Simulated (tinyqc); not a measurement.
Convergence with the plane-wave basis: k.p theory built from an empirical-pseudopotential calculation at Gamma.

Empirical pseudopotential on the fcc lattice, atoms at +/- tau, tau = a (1,1,1)/8, no spin-orbit coupling. H(G,G') = c (2 pi/a)^2 |k + G|^2 delta + VS(q) cos(q.tau) + i VA(q) sin(q.tau), q = G - G', c = hbar^2/2m0; k and G in units of 2 pi/a; VS at |q|^2 = 3, 8, 11 and VA at 3, 4, 11, in rydberg, zero elsewhere. The basis holds all G with |G|^2 up to a cut-off. Energies are counted from the fourth level at Gamma.

For a multiplet A of d_A states, W(B) = (4 c/(3 d_A)) sum over n in A, m in B and i = x, y, z of |<n|G_i|m>|^2 (G in 1/angstrom, <n|G_i|m> = sum_G c_n(G)* G_i c_m(G)); the mean inverse mass of A is 1 + sum_B W(B)/(E_A - E_B). Multiplets with W = 0 are left out.

Valence parameters: D(u) = c + 4 c^2 sum_m <n|u.G|m><m|u.G|n'>/(0 - E_m) on the valence triplet, in units of c, has eigenvalues L, M, M along [100] and (L + 2M + 2N)/3, (L + 2M - N)/3 twice along [111]; g1 = -(L + 2M)/3, g2 = -(L - M)/6, g3 = -N/6.

Constants: hbar^2/2m0 = 3.80998211 eV angstrom^2; Ry = 13.60569312 eV.

Inputs chosen for the exercise (out of a larger set: near those of GaP; not measured data):
```
symbol  value                   unit      meaning
a       5.444                   angstrom  lattice constant
VS      (-0.218, 0.029, 0.069)  Ry        symmetric form factors
VA      (0.12, 0.072, 0.021)    Ry        antisymmetric form factors
```

E_s is the lowest empty singlet, Ep its W to the valence triplet, m its mass.

Results:
```
cut-off  plane waves  E_s (eV)  Ep (eV)  m (m0)    g1    g2    g3
8                 27     2.543    17.92  0.1254  3.72  0.86  1.52
11                51     2.484    18.48  0.1196  3.87  0.99  1.54
12                59     2.510    18.42  0.1212  3.92  0.94  1.55
16                65     2.512    18.43  0.1213  3.93  0.94  1.55
19                89     2.514    18.42  0.1214  3.92  0.94  1.55
20               113     2.530    18.41  0.1222  3.91  0.93  1.54
24               137     2.532    18.40  0.1223  3.90  0.93  1.54
```

How do the results move, and what explains it?

Against the last row, E_s errs most, by -0.048 eV, at cut-off 11, and by -0.002 eV in the last row but one. Ep varies by 3.1 % over the table and m by 4.8 %: the mass, near E_s/Ep, inherits the errors of both. Local form factors fix the converged values only roughly. The gap is a difference of two levels, so it need not converge steadily, and here it does not.

Run: tinyqc, `OMP_NUM_THREADS=1 python tinyqc.py 1081516 1081517 out.jsonl`; Intel(R) Xeon(R) Processor @ 2.30GHz, one thread, shared host; about 0.6 s of CPU time with all checks.
